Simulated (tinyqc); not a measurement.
Frequency dispersion of an accumulation capacitance by border traps, distributed model: two steps of the calculation.

Traps spread evenly through the insulator exchange electrons with the semiconductor by tunnelling, with tau(x) = t0 exp(2 ka x) at depth x from the interface. The admittance per area Y seen at depth x obeys dY/dx = -Y^2/(i w eps0 eox) + q Nb ln(1 + i w tau)/tau, with Y(0) = i w Cs and w = 2 pi f; the gate sees Y(tox) = G + i w C. Working variable y = Y/(i w), in uF/cm^2. Cox = eps0 eox/tox.

Values chosen for this exercise; permittivity close to that of zirconium oxide:
- eox = 22.9 (relative permittivity of the insulator)
- tox = 9.8 nm (insulator thickness)
- Cs = 2.6 uF/cm^2 (semiconductor capacitance in accumulation)
- Nb = 6.4e18 cm^-3 eV^-1 (density of border traps)
- ka = 6.1 1/nm (decay constant of the wave function in the insulator)
- t0 = 2e-10 s (time constant of a trap at the interface)
- f = 1e5 Hz (frequency)
- xe = 1.1 nm (depth down to which the steps are taken)

Constants: q = 1.602176634e-19 C, eps0 = 8.8541878128e-14 F/cm where lengths are in cm. Results are converted to the units shown.

Question 1. Scales and lumped estimate. Cox; trap-free value 1/(1/Cox + 1/Cs); response depth d = ln(1/(w t0))/(2 ka), where w tau = 1; lumped estimate: all traps within d act as C_bt = q Nb d placed at d/2, so C = 1/{1/[1/(1/Cs + d/(2 eps0 eox)) + C_bt] + (tox - d/2)/(eps0 eox)}.

Give: Cox; trap-free C; d; C_bt; lumped C.

Answer 1.

Cox = 2.069 uF/cm^2
trap-free C = 1.152 uF/cm^2
d = 0.7362 nm
C_bt = 0.07549 uF/cm^2
lumped C = 1.168 uF/cm^2

The traps within reach amount to 0.0290 Cs and lie in the first 7.51 % of the insulator.

Question 2. Midpoint steps through the active depth. In terms of y: dy/dx = -y^2/(eps0 eox) + s(x), s = q Nb ln(1 + z)/z, z = i w tau. 11 midpoint steps of h = xe/11: y_half = y + (h/2) y'(x, y), y(new) = y + h y'(x + h/2, y_half).

Wanted: x; s; y.

Answer 2.

| point | x (nm) | s (uF/(cm^2 nm)) | y (uF/cm^2) |
|---|---|---|---|
| 0 | 0 | 0.1025+0.0000i | 2.600+0.000i |
| 1 | 0.1000 | 0.1025+0.0000i | 2.577+0.000i |
| 2 | 0.2000 | 0.1025-0.0001i | 2.555+0.000i |
| 3 | 0.3000 | 0.1025-0.0003i | 2.533+0.000i |
| 4 | 0.4000 | 0.1025-0.0008i | 2.512+0.000i |
| 5 | 0.5000 | 0.1024-0.0029i | 2.492+0.000i |
| 6 | 0.6000 | 0.1013-0.0096i | 2.471-0.001i |
| 7 | 0.7000 | 0.0911-0.0276i | 2.451-0.002i |
| 8 | 0.8000 | 0.0537-0.0412i | 2.430-0.006i |
| 9 | 0.9000 | 0.0200-0.0279i | 2.404-0.010i |
| 10 | 1.000 | 0.0063-0.0132i | 2.377-0.011i |
| 11 | 1.100 | 0.0019-0.0054i | 2.350-0.012i |

Numbers from tinyqc (`OMP_NUM_THREADS=1 python tinyqc.py 2202014 2202015 out.jsonl`; about 0.6 s on one thread of a shared Intel Xeon 2.30GHz).
